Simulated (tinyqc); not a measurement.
Undoped gate-all-around wire MOSFET, analytic charge model: one step of the calculation.

An undoped round wire of radius R under an insulator shell and a surrounding gate; long channel, electrons only, n = ni exp((psi - V)/Vt) with V the quasi-Fermi potential (0 at the source, Vd at the drain), constant mobility, no quantisation. The radial Poisson equation gives n(r) = n(0)/(1 - (1 - b) r^2/R^2)^2 with b = Q0/(Q + Q0). Q is the electron charge per area of the wire surface.

Task. Drain current and line charge. Q solves Vg - V0 - V = Q/Cox + Vt ln(Q/Q0) + Vt ln(1 + Q/Q0). I = mu (2 pi R/L)[2 Vt (Qs - Qd) + (Qs^2 - Qd^2)/(2 Cox) + Vt Q0 ln((Qd + Q0)/(Qs + Q0))], with Qs at V = 0 and Qd at V = Vd. Electrons per length at the source: 2 pi R Qs/q; surface over centre density: (1 + Qs/Q0)^2.

Values chosen for this exercise; material values close to those of gallium arsenide: temperature T = 300 K; wire radius R = 3 nm; channel mobility mu = 100 cm^2/(V s); gate length L = 1 um; drain voltage Vd = 1 V.

Constants: q = 1.602176634e-19 C, kB = 1.380649e-23 J/K, Vt = kB T/q. Results are converted to the units shown.

Qs = 669.51532 nC/cm^2
Qd = 1.7699255e-11 nC/cm^2
Cox = 4.0375101 uF/cm^2
Q0 = 387.60139 nC/cm^2

Give: first term; second term; third term; I; electrons per length; surface over centre density.

Result.

first term = 0.065251 uA
second term = 0.10464 uA
third term = -0.018951 uA
I = 0.15094 uA
electrons per length = 0.78768 1/nm
surface over centre density = 7.4383

The square-law term makes up 69.3 % of the current.

Computed by the program tinyqc: `OMP_NUM_THREADS=1 python tinyqc.py 2460099 2460100 out.jsonl`, one thread of a shared Intel Xeon 2.30GHz, about 0.02 s for the whole run.
